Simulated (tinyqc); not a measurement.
k.p theory built from an empirical-pseudopotential calculation at Gamma, step by step. Values are carried at full precision from step to step, so a last printed digit may differ when a step is redone from the rounded ones.

Empirical pseudopotential on the fcc lattice, atoms at +/- tau, tau = a (1,1,1)/8, no spin-orbit coupling. H(G,G') = c (2 pi/a)^2 |k + G|^2 delta + VS(q) cos(q.tau) + i VA(q) sin(q.tau), q = G - G', c = hbar^2/2m0; k and G in units of 2 pi/a; VS at |q|^2 = 3, 8, 11 and VA at 3, 4, 11, in rydberg, zero elsewhere. The basis is fixed: all 59 G with |G|^2 up to Gcut. Energies are counted from the fourth level at Gamma.

Constants: hbar^2/2m0 = 3.80998211 eV angstrom^2; Ry = 13.60569312 eV.

Values chosen for the exercise (near those of ZnSe; not measured data): a = 5.66 angstrom (lattice constant); VS = (-0.235, 0.03, 0.06) Ry (symmetric form factors); VA = (0.181, 0.117, 0.029) Ry (antisymmetric form factors); Gcut = 12 (2 pi/a)^2 (largest |G|^2 of the fixed basis).

## Levels at Gamma

Diagonalise H at k = 0 and group equal levels.

Multiplets at Gamma:
```
multiplet  degeneracy    E (eV)
1                   1  -13.1710
2                   3    0.0000
3                   1    3.2449
4                   3    7.3608
5                   2   10.2435
6                   1   13.0713
7                   3   15.5738
8                   1   19.0323
9                   3   29.0568
```

The lowest empty multiplet is a singlet at 3.245 eV; the lowest empty singlet (s-like) is multiplet 3.

## Mass of the s-like conduction level (multiplet 3)

For a multiplet A of d_A states, W(B) = (4 c/(3 d_A)) sum over n in A, m in B and i = x, y, z of |<n|G_i|m>|^2 (G in 1/angstrom, <n|G_i|m> = sum_G c_n(G)* G_i c_m(G)); the mean inverse mass of A is 1 + sum_B W(B)/(E_A - E_B). Multiplets with W = 0 are left out.

List the couplings (the first eight at most); W to the valence triplet is the Kane energy Ep.

Couplings:
```
multiplet B  degeneracy  E_B (eV)   W (eV)  W/(E_A - E_B)
2                     3    0.0000  14.1298         4.3544
4                     3    7.3608   0.0229        -0.0056
7                     3   15.5738   0.2850        -0.0231
10                    3   29.8761   0.3457        -0.0130
12                    3   30.6377   1.0452        -0.0382
15                    3   44.2382   0.0159        -0.0004
18                    3   44.9577   0.0556        -0.0013
20                    3   46.5737   0.0026        -0.0001
```

sum over the higher multiplets = -0.0031
1/m = 5.2697

Ep = 14.13 eV. The valence triplet gives 4.35, all other levels together -0.08; m = 0.1898, against 0.1868 for two levels alone.

## Valence parameters

Fold all other levels onto the valence triplet: D(u) = c + 4 c^2 sum_m <n|u.G|m><m|u.G|n'>/(0 - E_m), in units of c. Along [100] its eigenvalues are L (once) and M (twice); along [111] (L + 2M + 2N)/3 (once) and (L + 2M - N)/3 (twice). Then g1 = -(L + 2M)/3, g2 = -(L - M)/6, g3 = -N/6.

eigenvalues along [100]: [-4.255, -1.031, -1.031]

eigenvalues along [111]: [-5.478, -0.420, -0.420]

L, M, N: [-4.255, -1.031, -5.058]

g1, g2, g3: [2.106, 0.537, 0.843]

With spin-orbit coupling added at fixed g1, g2, g3 and large against the hole energy these give heavy and light masses along [100] of 0.970 and 0.314. The s-like level alone adds Ep/(3E) = 1.45 to g1. Local form factors fix Ep and the gap only roughly, so these values can lie far from measured ones.

## Checks

- 1/m of the s-like level from the sum against the curvature of the band: both 5.270.
- L and M against the curvatures along [100]: largest relative difference 3.3e-07.

Computed by tinyqc, a small Python program: `OMP_NUM_THREADS=1 python tinyqc.py 1050764 1050765 out.jsonl` (the numbers bound the seed that draws the inputs); one thread of a shared host (Intel(R) Xeon(R) Processor @ 2.30GHz), about 0.3 s for the whole set of steps.
